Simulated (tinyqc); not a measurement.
What moves the results: heterojunction of two tight-binding chains. A value that a table varies takes the place of the one given here.

Left chain: hopping -t1, sites at 2 t1 (band bottom 0). Right chain: hopping -t2, sites at dE + 2 t2 (bottom dE). t = c/(m a^2), c = hbar^2/2m0. The bond across the interface is -tc with tc = f sqrt(t1 t2), and the last left site has the extra energy U. In a chain E = bottom + 2t (1 - cos(ka)); the surface Green function of a half chain is g = -exp(ika)/t, with Im k > 0 where cos(ka) > 1.

Constants: hbar^2/2m0 = 3.80998211 eV angstrom^2.

Inputs chosen for the exercise (masses and offset of the size met at Si / SiGe; shifted at random, so the results belong to these values and not to a real crystal):
```
symbol  value  unit      meaning
a       2.8    angstrom  site spacing
m1      0.194  m0        mass on the left
m2      0.196  m0        mass on the right
dE      0.13   eV        band offset
f       0.98             factor on the interface hopping
U       0.19   eV        extra energy on the last left site
E       0.28   eV        electron energy
```

## Transmission against energy, and which matching rule a chain obeys

Chain A is the junction as given; chain B has tc = sqrt(t1 t2) and U = 0; chain C has tc = t2 and U = t2 - t1, the finite-difference form of -d/dx (c/m) d/dx. Continuum formulas T = 4 x y/(x + y)^2 with parabolic k: x, y = k/m on each side (BenDaniel-Duke) or x, y = k (slope continuous).

T:
```
E - dE (eV),E (eV),chain A,chain B,chain C,k/m matched,k matched
0.002,0.132,0.3399,0.3899,0.3868,0.3888,0.3919
0.005,0.135,0.4796,0.5409,0.5371,0.5395,0.5433
0.010,0.140,0.5997,0.6651,0.6612,0.6637,0.6677
0.020,0.150,0.7201,0.7832,0.7795,0.7819,0.7856
0.050,0.180,0.8538,0.9037,0.9008,0.9026,0.9055
0.100,0.230,0.9219,0.9576,0.9555,0.9569,0.9589
0.200,0.330,0.9617,0.9843,0.9830,0.9839,0.9851
0.400,0.530,0.9819,0.9950,0.9942,0.9947,0.9954
```

What can be read from the table?

Chain C follows the k/m rule within 0.0025 and chain B the plain k rule within 0.0025, while the two rules differ by up to 0.0039: in B the self-energy of the right side is -t1 exp(i k2 a), so only k2 enters, and in C it is -t2 exp(i k2 a), which carries 1/m2. Chain A, with f = 0.98 and U = 0.19 eV, has an interface term of its own and lies up to 0.0654 from B and 0.0614 from C.

## When the interface binds a state

A state below both bands solves E - 2 t1 - U - S1(E) - S2(E) = 0 for E < 0, with S1 = -t1 z1, S2 = -(tc^2/t2) z2 and |z| < 1 the decaying root of z + 1/z = 2 - (E - bottom)/t. Decay lengths -a/ln|z|. The threshold is the U that solves the equation at E = 0. A dash: no bound state.

Interface state:
```
U (eV),E (eV),decay left (angstrom),decay right (angstrom)
-0.18,-,-,-
-0.35,-,-,-
-0.53,-,-,-
-0.65,-0.0013,123.9,12.2
-0.77,-0.0100,44.4,11.8
-0.94,-0.0320,24.8,11.0
-1.18,-0.0769,16.0,9.7
-1.77,-0.2397,9.1,7.3
```

threshold U = -0.5906 eV

What can be read from the table?

The step and the weakened interface bond push the state out, so an attraction must exceed 0.5906 eV to bind; 5 of the 8 rows are bound. At U = -1.77 eV the state decays over 9.1 angstrom to the left and 7.3 to the right, where the band lies higher.

## What each parameter does

T = 4 Im(S1) Im(S2) |G|^2 with G = 1/(E - 2 t1 - U - S1 - S2), S1 = -t1 exp(i k1 a), S2 = -(tc^2/t2) exp(i k2 a). Each row changes one parameter from the base and keeps the others.

Results:
```
case,T,k1 a,k2 a
base,0.9481,0.3359,0.2466
m1 = 0.2328 m0,0.9327,0.3683,0.2466
m2 = 0.2352 m0,0.9595,0.3359,0.2703
dE = 0.08 eV,0.9642,0.3359,0.2850
f = 0.882,0.7355,0.3359,0.2466
U = 0.39 eV,0.8920,0.3359,0.2466
a = 2.24 angstrom,0.9479,0.2683,0.1971
```

How do the results move?

The largest shifts from the base row, up to three for each result and ties (the steps differ in size, so this ranks the rows, not the parameters). T: f -0.2127, U -0.0562, dE +0.0161. k1 a: a -0.0676, m1 +0.0324; unchanged at the printed digits by m2, dE, f and U. k2 a: a -0.0495, dE +0.0384, m2 +0.0237; unchanged at the printed digits by m1, f and U.

Run: tinyqc, `OMP_NUM_THREADS=1 python tinyqc.py 1481105 1481106 out.jsonl`; Intel(R) Xeon(R) Processor @ 2.30GHz, one thread, shared host; about 0.01 s of CPU time with all checks.
